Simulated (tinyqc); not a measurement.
## Ground and coupling capacitance from two measurements

Inverse problem. A line has Cg to the planes and Cc to each of two neighbours. Find Cg, Cc, the load when both neighbours switch in antiphase, and the pulse on the line when it floats and both neighbours swing by Vx.

Parameters, values chosen for the exercise:

| symbol | value | unit | meaning |
|---|---|---|---|
| Vx | 0.7 | V | swing |

capacitance with neighbours driven alike and with neighbours grounded (aF/um): 85  305

Answer. Driven alike, Cc carries no charge, which leaves Cg; grounded neighbours give Cg + 2 Cc, antiphase Cg + 4 Cc; a floating line divides the swing as 2 Cc/(Cg + 2 Cc).

Cg = 85.00 aF/um
Cc = 110.0 aF/um
load in antiphase = 525.0 aF/um
pulse = 0.5049 V

Numbers from tinyqc (`OMP_NUM_THREADS=1 python tinyqc.py 2790123 2790124 out.jsonl`; about 0.8 s on one thread of a shared Intel Xeon 2.30GHz).
